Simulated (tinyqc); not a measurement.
Inside a calculation. Model: avalanche multiplication and breakdown of a junction from ionisation integrals. Computed by tinyqc, a small Python program that keeps every step. Command: `OMP_NUM_THREADS=1 python tinyqc.py 3014333 3014334 out.jsonl impact walk`. One thread of a shared host (Intel(R) Xeon(R) Processor @ 2.30GHz), about 0.01 s of CPU time with the checks. Intermediate numbers are printed to about 6 digits and carried at full precision; extremes and crossings named in words are read from the listed rows.

Ionisation coefficients follow the local field. Position x runs through the depletion layer from the p side (x = 0), where electrons enter, to the n side (x = w), where holes enter. The built-in voltage is neglected.

Inputs (values chosen for the exercise, modelled on diamond):

| quantity | value | unit |
|---|---|---|
| electron prefactor a_n | 1.86e+08 | 1/cm |
| electron field b_n | 7.54e+07 | V/cm |
| hole prefactor a_p | 5.12e+06 | 1/cm |
| hole field b_p | 1.39e+07 | V/cm |
| exponent c | 1 | - |
| permittivity eps | 5.7 | - |
| layer width W | 1.4 | micrometre |
| bias as a fraction of the breakdown voltage | 0.68 | - |

Junction: p-i-n with uniform field.

Constants: e = 1.602176634e-19 C; eps_0 = 8.8541878128e-12 F/m.

## Breakdown

alpha_n = a_n exp(-(b_n/F)^c), alpha_p = a_p exp(-(b_p/F)^c). Uniform field F = F_m, w = W, V = F_m W. With Phi(x) = int_0^x (alpha_n - alpha_p) dx': 1 - 1/M_n = I_n = int_0^w alpha_n exp(-Phi) dx and M_p = M_n exp(-Phi(w)); trapezoid rule on 401 even points; breakdown at I_n = 1. Solve I_n(F_m) = 1.

critical field F_m = 3.52300 MV/cm

width at breakdown = 1.4 micrometre

breakdown voltage = 493.220 V

## Coefficients at the critical field

The formulas are those given above.

alpha_n = 0.0943308 1/cm

alpha_p = 99028.8 1/cm

ratio k = alpha_p/alpha_n = 1.04980e+06

shorter ionisation length = 0.100981 micrometre

Holes ionise more readily at the peak field. For a uniform field the condition reads (alpha_n - alpha_p) W = ln(alpha_n/alpha_p): -13.8640 against -13.8641.

## Field and integrand below breakdown

Bias V = fraction times the breakdown voltage.

peak field = 2.39564 MV/cm

Every 50th point:

| x (micrometre) | F (MV/cm) | alpha_n (1/cm) | alpha_p (1/cm) | Phi | I_n up to x |
|---|---|---|---|---|---|
| 0.000 | 2.39564 | 3.98659e-06 | 15466.9 | 0.00000 | 0 |
| 0.175 | 2.39564 | 3.98659e-06 | 15466.9 | -0.27067 | 8.01201e-11 |
| 0.350 | 2.39564 | 3.98659e-06 | 15466.9 | -0.54134 | 1.85145e-10 |
| 0.525 | 2.39564 | 3.98659e-06 | 15466.9 | -0.81201 | 3.22816e-10 |
| 0.700 | 2.39564 | 3.98659e-06 | 15466.9 | -1.08269 | 5.03282e-10 |
| 0.875 | 2.39564 | 3.98659e-06 | 15466.9 | -1.35336 | 7.39844e-10 |
| 1.050 | 2.39564 | 3.98659e-06 | 15466.9 | -1.62403 | 1.04994e-09 |
| 1.225 | 2.39564 | 3.98659e-06 | 15466.9 | -1.89470 | 1.45643e-09 |
| 1.400 | 2.39564 | 3.98659e-06 | 15466.9 | -2.16537 | 1.98927e-09 |

## Multiplication and noise

M_n = 1/(1 - I_n), M_p = M_n exp(-Phi(w)); McIntyre excess noise for the carrier with the larger M, F_x = k M + (1 - k)(2 - 1/M), with k = (smaller M - 1)/(larger M - 1).

M_n = 1.00000

M_p = 8.71784

effective k = 2.57750e-10

excess noise factor = 1.88529

Injecting holes gives the larger gain and, at equal gain, the lower noise.

## Gain against bias and Miller's formula

Miller's exponent n is defined by 1 - 1/M = (V/V_B)^n for the larger M.

Gain:

| V/V_B | V (V) | F_m (MV/cm) | M_n | M_p | Miller exponent n |
|---|---|---|---|---|---|
| 0.50 | 246.610 | 1.76150 | 1.00000 | 1.30755e+00 | 2.08799e+00 |
| 0.60 | 295.932 | 2.11380 | 1.00000 | 2.71547e+00 | 8.99089e-01 |
| 0.70 | 345.254 | 2.46610 | 1.00000 | 1.28817e+01 | 2.26560e-01 |
| 0.80 | 394.576 | 2.81840 | 1.00000 | 1.75961e+02 | 2.55410e-02 |
| 0.90 | 443.898 | 3.17070 | 1.00105 | 7.66472e+03 | 1.23838e-03 |
| 0.95 | 468.559 | 3.34685 | 1.03055 | 8.03703e+04 | 2.42575e-04 |
| 0.98 | 483.356 | 3.45254 | 1.31507 | 4.72283e+05 | 1.04807e-04 |
| 0.99 | 488.288 | 3.48777 | 1.95208 | 1.19212e+06 | 8.34638e-05 |

The larger gain passes 2 between 0.500 and 0.600 of V_B and reaches 1.19e6 at 0.99. Miller's exponent runs from 8.3e-5 to 2.1, so it is not a constant: a fit holds over a narrow range only. From the first row to the last the voltage grows by a factor 1.98 and the peak field by 1.98.

Checks made by the program: the hole form of the condition, int alpha_p exp(Phi(w) - Phi) dx = 1 (relative difference 1e-04).
